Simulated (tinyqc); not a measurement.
Energy and delay of logic against supply voltage: two steps of the calculation.

One expression serves below and above threshold: I(Vg) = Ik [ln(1 + exp((Vg - VT + dd V)/(al nf Vt)))]^al, with I_on = I(V) and I_off = I(0). Gate delay td = kd C V/I_on, clock period LD td. Per gate and cycle the switching energy is act C V^2 and the leakage energy I_off V LD td. No short-circuit current, no variation. Minima are sought above 0.09 V; below a few Vt gates no longer switch and the model has no meaning.

Parameters, values chosen for the exercise; values of the order met in logic technologies: temperature T = 250 K; threshold voltage at zero drain bias VT = 0.35 V; slope factor nf = 1.25; barrier lowering per volt of supply dd = 0.1; specific current of a gate Ik = 0.32 uA; exponent of the current law al = 1.37; load capacitance of a gate C = 2.5 fF; delay factor kd = 1.1; logic depth LD = 16; activity factor act = 0.01; supply voltage V = 0.72 V.

Constants: q = 1.602176634e-19 C, kB = 1.380649e-23 J/K, Vt = kB T/q. Results are converted to the units shown.

Task 1. Currents, delay and energies. I_on, I_off, td, clock frequency 1/(LD td), both energies and their sum.

Give: I_on; I_off; td; clock frequency; switching energy; leakage energy; energy.

Result 1.

I_on = 9.609 uA
I_off = 0.01051 nA
td = 206.1 ps
clock frequency = 0.3033 GHz
switching energy = 12.96 aJ
leakage energy = 0.02495 aJ
energy = 12.98 aJ

I_on/I_off = 9.14e5; leakage makes up 0.192 % of the energy.

Task 2. New V. Minimum-energy supply: E(V) is the energy per gate and cycle; with h = 0.001 V, E' = (E(V + h) - E(V - h))/(2 h), E'' = (E(V - h) - 2 E(V) + E(V + h))/h^2, V(new) = V - E'/E''.

V at the start = 0.27 V

Wanted: E'; E''; V after iteration 1.

Result 2.

E' = 9.2758 aJ/V
E'' = 170.61 aJ/V^2
V after iteration 1 = 0.21563 V

Numbers from tinyqc (`OMP_NUM_THREADS=1 python tinyqc.py 2082053 2082054 out.jsonl`; about 0.01 s on one thread of a shared Intel Xeon 2.30GHz).
